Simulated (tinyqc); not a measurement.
Length of a polyene: Hueckel, PPP and singles CI along the polyenes. Computed by the program tinyqc. 

All-trans chains of carbon centres 1.40 angstrom apart:

| parameter | value |
|---|---|
| beta (eV), times 1 +/- alternation | -2.630000 |
| alternation | 0.050000 |
| W (eV) | 11.160000 |
| gamma_rr (eV) | 11.070000 |
| repulsion formula | MN |

Hueckel uses the same beta without repulsion; CIS keeps all single excitations and so misses the low, doubly excited 2Ag state. W is the valence ionisation energy of a centre, MN the Mataga-Nishimoto formula, f the oscillator strength.

Gaps and excitations (eV):

| centres | Hueckel gap | PPP orbital gap | bright singlet (CIS) | f | lowest triplet (CIS) |
|---|---|---|---|---|---|
| 2 | 5.5230 | 10.8547 | 8.3921 | 0.7195 | 2.6539 |
| 4 | 3.5634 | 8.3004 | 5.9055 | 1.1657 | 1.6690 |
| 6 | 2.6703 | 7.0209 | 4.7378 | 1.6436 | 1.2255 |
| 8 | 2.1650 | 6.2536 | 4.0497 | 2.0966 | 0.9837 |
| 10 | 1.8414 | 5.7449 | 3.5955 | 2.5224 | 0.8357 |
| 12 | 1.6169 | 5.3855 | 3.2746 | 2.9238 | 0.7380 |

The Hueckel gap tends to 4 x alternation x |beta| = 0.53 eV for long chains. Exchange opens the PPP orbital gap, and the attraction of electron and hole brings the bright state 2.11 eV below it at 12 centres; the triplet lies 2.54 eV lower still.
